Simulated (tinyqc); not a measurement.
Chemical-mechanical planarisation: Preston law, pattern density and step-height reduction: one step, computed by the program tinyqc. Command: `OMP_NUM_THREADS=1 python tinyqc.py 3010674 3010675 out.jsonl cmp walk`. One thread of a shared host (Intel(R) Xeon(R) Processor @ 2.30GHz), about 0.01 s of CPU time with the checks.

A row of 10 cells, repeated periodically, holds raised features that cover a share rho of each cell.

Problem. State at time t. While h > h_c only raised areas polish, at R0/rho_eff, until t_c = rho_eff (h0 - h_c)/R0. After that h = h_c exp(-(t - t_c)/tau), tau = rho_eff h_c/R0; low areas polish at R0 (1 - h/h_c) and raised areas at R0 [1 + (1 - rho_eff) h/(rho_eff h_c)]. Removed from raised areas after t_c: h0 - h_c + R0 (t - t_c) + (1 - rho_eff)(h_c - h); from low areas: R0 (t - t_c) - rho_eff (h_c - h). Film left = z0 less the removal from raised areas.

Inputs (values chosen for the exercise, close to those used for oxide polishing):

| quantity | value | unit |
|---|---|---|
| initial step height h0 | 190 | nm |
| contact height h_c | 44 | nm |
| film above the raised areas z0 | 380 | nm |
| polish time t | 17 | s |

effective densities: 0.2353547  0.2446683  0.2129737  0.3135593  0.3662236  0.4742251  0.5134520  0.4945004  0.5841075  0.3109354

blanket rate R0 = 4.718515 nm/s

Give: Cells; range of film left across the row; largest remaining step; thinnest film left.

Solution.

Cells:

| cell | rho_eff | t_c (s) | step h (nm) | removed, raised (nm) | removed, low (nm) | film left on raised areas (nm) |
|---|---|---|---|---|---|---|
| 1 | 0.2354 | 7.28 | 0.53 | 225.1 | 35.62 | 154.9 |
| 2 | 0.2447 | 7.57 | 0.71 | 223.2 | 33.90 | 156.8 |
| 3 | 0.2130 | 6.59 | 0.23 | 229.6 | 39.80 | 150.4 |
| 4 | 0.3136 | 9.70 | 3.63 | 208.1 | 21.78 | 171.9 |
| 5 | 0.3662 | 11.33 | 8.37 | 195.3 | 13.70 | 184.7 |
| 6 | 0.4742 | 14.67 | 26.00 | 166.4 | 2.44 | 213.6 |
| 7 | 0.5135 | 15.89 | 34.88 | 155.7 | 0.57 | 224.3 |
| 8 | 0.4945 | 15.30 | 30.44 | 160.9 | 1.31 | 219.1 |
| 9 | 0.5841 | 18.07 | 52.67 | 137.3 | 0.00 | 242.7 |
| 10 | 0.3109 | 9.62 | 3.45 | 208.8 | 22.21 | 171.2 |

range of film left across the row = 92.24 nm

largest remaining step = 52.67 nm

thinnest film left = 150.4 nm

9 of 10 cells have reached contact. The cell with the lowest rho_eff has lost the most film from its raised areas.
